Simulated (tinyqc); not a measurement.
Heterojunction of two tight-binding chains: one step. Transmission. Three cases, with inputs chosen for the exercise.

Task: The last site of the left chain has energy 2 t1 + U, and S1, S2 are the self-energies of the two half chains on it. G = 1/(E - 2 t1 - U - S1 - S2); T = 4 Im(S1) Im(S2) |G|^2.

Case 1.

Values chosen (out of a larger set: masses and offset of the size met at InGaAs / InAlAs; not measured data): E = 0.68 eV (electron energy); U = 0 eV (extra energy on the last left site).

t1 = 6.105741 eV
S1 = -5.7657406-2.0090554i eV
S2 = -5.9083047-1.5401311i eV

Case 2.

Values chosen (out of a larger set: masses and offset of the size met at InGaAs / InP; not measured data): E = 0.59 eV (electron energy); U = -1.39 eV (extra energy on the last left site).

t1 = 5.669616 eV
S1 = -5.3746162-1.8050065i eV
S2 = -5.4175924-1.6715982i eV

Case 3.

Values chosen (out of a larger set: masses and offset of the size met at GaN / AlGaN; not measured data): E = 0.42 eV (electron energy); U = -0.6 eV (extra energy on the last left site).

t1 = 1.246722 eV
S1 = -1.0367219-0.6924761i eV
S2 = -1.1187640-0.1198619i eV

Give: G; T.

Result:

Case 1.

G = 0.0113-0.2813i 1/eV
T = 0.9810

A fraction 0.0190 is reflected although the electron lies above the step.

Case 2.

G = 0.1013-0.2459i 1/eV
T = 0.8535

A fraction 0.1465 is reflected although the electron lies above the step.

Case 3.

G = 0.6062-0.7220i 1/eV
T = 0.2951

A fraction 0.7049 is reflected although the electron lies above the step.

Computed by tinyqc, one run a case: `OMP_NUM_THREADS=1 python tinyqc.py N N+1 out.jsonl` with N = 1452466, 1452807, 1452888; one thread of a shared Intel(R) Xeon(R) Processor @ 2.30GHz, about 0.01 s a run at most.
